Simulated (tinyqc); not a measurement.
Comparisons within one model: static screening by free carriers. A value that a table varies takes the place of the one given here.

kF = (3 pi^2 n/Mv)^(1/3), EF = c kF^2/m with c = hbar^2/2m0, n in 1/angstrom^3 (1e-24 per 1/cm^3), e2 = e^2/(4 pi eps0). Thomas-Fermi: qTF^2 = 6 pi e2 n/(eps EF). Debye: qD^2 = 4 pi e2 n/(eps kB T).

F_j(eta) = (1/Gamma(j + 1)) integral_0^infinity x^j dx/(1 + exp(x - eta)), which tends to exp(eta) for eta << 0.

At finite T: qs^2 = qD^2 F_-1/2(eta)/F_1/2(eta), where n = Mv N F_1/2(eta) and N = 2 (m kB T/(4 pi c))^(3/2) with c = hbar^2/2m0, in 1/angstrom^3; times 1e24 for 1/cm^3.

Donor in the screened potential -(e2/eps) exp(-qs r)/r with the trial function exp(-r/a): E(a) = c/(m a^2) - (e2/eps) 4/(a (2 + qs a)^2), e2 = e^2/(4 pi eps0), c = hbar^2/2m0; isotropic mass.

Constants: hbar^2/2m0 = 3.80998211 eV angstrom^2; e^2/(4 pi eps0) = 14.39964547 eV angstrom; kB = 8.617333262e-05 eV/K; a0 (Bohr radius) = 0.5291772105 angstrom.

Inputs chosen for the exercise (near those of Ge; not measured data):
- m = 0.2192 m0 (mass of one isotropic valley)
- Mv = 4 (valleys)
- eps = 16.1 (background dielectric constant)
- T = 77 K
- n = 1.2e+19 1/cm^3 (carrier density)

## Screening unbinds the donor

All carriers n are taken as free and screen with qs(T); E(a) is minimised over a; a dash marks no bound state. aB = a0 eps/m.

Donor level:

| n (1/cm^3) | n^(1/3) aB | qs aB | E (meV) | a/aB |
|---|---|---|---|---|
| 1.0e+14 | 0.018 | 0.016 | -11.14 | 1.000 |
| 1.0e+15 | 0.039 | 0.051 | -10.38 | 1.002 |
| 6.0e+15 | 0.071 | 0.124 | -8.90 | 1.010 |
| 2.0e+16 | 0.106 | 0.226 | -7.09 | 1.031 |
| 5.0e+16 | 0.143 | 0.355 | -5.13 | 1.074 |
| 1.0e+17 | 0.180 | 0.499 | -3.38 | 1.144 |
| 3.0e+17 | 0.260 | 0.844 | -0.64 | 1.504 |
| 7.0e+17 | 0.345 | 1.231 | - | - |

aB = 38.9 angstrom

What can be read from the table?

The level rises from -11.14 meV at the lowest density to -0.64 meV at 3e+17 1/cm^3, against -11.51 meV unscreened. The trial function finds no bound state from 7e+17 1/cm^3 on, where qs aB = 1.23 and n^(1/3) aB = 0.35. This trial function loses binding at qs aB = 1 and the exact Yukawa problem at 1.19; the Mott rule of thumb is n^(1/3) aB = 0.26, which the last bound row of this table passes: the rule belongs to low temperature, and thermal carriers screen more weakly.

## From Debye to Thomas-Fermi

Screening lengths (angstrom):

| n (1/cm^3) | eta | Debye | Thomas-Fermi | finite T |
|---|---|---|---|---|
| 4.0e+15 | -5.81 | 384.2 | 49.67 | 384.4 |
| 3.0e+16 | -3.79 | 140.3 | 35.50 | 140.8 |
| 1.0e+17 | -2.57 | 76.84 | 29.05 | 77.84 |
| 5.0e+17 | -0.85 | 34.36 | 22.21 | 36.54 |
| 2.0e+18 | 0.92 | 17.18 | 17.63 | 21.09 |
| 7.0e+18 | 3.38 | 9.184 | 14.31 | 14.89 |
| 3.0e+19 | 9.52 | 4.436 | 11.23 | 11.28 |
| 8.0e+19 | 18.43 | 2.717 | 9.533 | 9.545 |

How do the results move?

Debye is within 5 % of the finite-T length up to 1e+17 1/cm^3 of the densities listed and Thomas-Fermi from 7e+18 on. The length goes as n^-0.50 at the low end and n^-0.17 at the high end, against the limits -1/2 and -1/6. Both limits give too short a length.

## What sets the screening length

All results formed anew. Each row changes one parameter from the base and keeps the others.

Results:

| case | Debye (angstrom) | Thomas-Fermi (angstrom) | finite T (angstrom) |
|---|---|---|---|
| base | 7.014 | 13.08 | 13.32 |
| n = 2.4e+19 1/cm^3 | 4.960 | 11.65 | 11.73 |
| m = 0.285 m0 | 7.014 | 11.47 | 11.85 |
| eps = 19.32 | 7.684 | 14.33 | 14.59 |
| T = 137 K | 9.356 | 13.08 | 13.92 |
| Mv = 5 | 7.014 | 12.14 | 12.45 |

What does this show?

The largest shifts from the base row, up to three for each result and ties (the steps differ in size, so this ranks the rows, not the parameters). Debye (angstrom): T +2.34, n -2.05, eps +0.669; unchanged at the printed digits by m and Mv. Thomas-Fermi (angstrom): m -1.61, n -1.43, eps +1.25; unchanged at the printed digits by T. finite T (angstrom): n -1.59, m -1.47, eps +1.27.

Run: tinyqc, `OMP_NUM_THREADS=1 python tinyqc.py 1681151 1681152 out.jsonl`; Intel(R) Xeon(R) Processor @ 2.30GHz, one thread, shared host; about 0.01 s of CPU time with all checks.
